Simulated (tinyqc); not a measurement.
Scan in temperature at fixed frequency: admittance spectroscopy and thermally stimulated current of one trap level in a depletion layer. Computed by tinyqc, a small Python program. Command: `OMP_NUM_THREADS=1 python tinyqc.py 3110304 3110305 out.jsonl admit walk`. One thread of a shared host (Intel(R) Xeon(R) Processor @ 2.30GHz), about 0.01 s of CPU time with the checks.

A Schottky junction on n-type material holds one donor-like electron trap; shallow donors are fully ionised and abrupt depletion edges are assumed.

Inputs (values chosen for the exercise, modelled on n-type germanium): dielectric constant eps = 15.9; density-of-states mass m = 0.565 m_0; shallow doping N = 1.1e+16 1/cm^3; trap density N_t = 5.1e+15 1/cm^3; trap depth E_t below the band = 0.266 eV; capture cross section sigma = 1.5e-16 cm^2; band bending V_b = 0.38 V; test frequency f = 500 Hz.

Constants: k_B = 1.380649e-23 J/K; m_0 = 9.1093837015e-31 kg; h = 6.62607015e-34 J s; k_B = 8.617333262e-05 eV/K; eps_0 = 8.8541878128e-12 F/m; e = 1.602176634e-19 C.

Method:
- N_c = 2 (2 pi m k_B T/h^2)^(3/2), v_th = sqrt(3 k_B T/m), emission rate e_n = sigma v_th N_c exp(-E_t/(k_B T)).
- Where the level crosses the Fermi level capture equals emission, so the trap follows the signal with the rate 2 e_n; G/omega peaks at omega = 2 e_n (the correction for large N_t/N is left out).
- Solve 2 e_n(T_p) = 2 pi f.
- With E_c - E_F = k_B T_p ln(N_c/N): lambda = sqrt(2 eps eps_0 (E_t - (E_c - E_F))/(e^2 N)); traps are empty and charged for x < x_t = w - lambda, and V_b = e (N w^2 + N_t x_t^2)/(2 eps eps_0). High frequency: C_hf = eps eps_0/w. Low frequency: C_lf = eps eps_0 (N + N_t)/(N w + N_t x_t).
- With x = omega/(2 e_n): C = C_hf + (C_lf - C_hf)/(1 + x^2), G/omega = (C_lf - C_hf) x/(1 + x^2); C_hf and C_lf are held at their values at T_p.

peak temperature T_p = 196.265 K

C_hf = 58.5926 nF/cm^2

C_lf = 74.2707 nF/cm^2

Admittance:
```
T (K)  omega/(2 e_n)  C (nF/cm^2)  G/omega (nF/cm^2)
172.7         11.044       58.720             1.4080
180.6          4.621       59.294             3.2411
186.5          2.523       60.721             5.3699
192.3          1.441       63.690             7.3440
196.3          0.997       66.456             7.8390
200.2          0.706       69.060             7.3852
206.1          0.428       71.842             5.6727
213.9          0.230       73.482             3.4277
223.7          0.112       74.077             1.7320
```

What does the comparison show, and why?

The peak of G/omega is half the step, 7.84 nF/cm^2. Its full width is near 2 ln(2 + sqrt3) k_B T_p^2/(E_t + 2 k_B T_p) = 29.2 K. Caution: N_t/N is not small, so the peak moves away from omega = 2 e_n.

Extremes, crossings and ranges named in words are read from the listed rows.
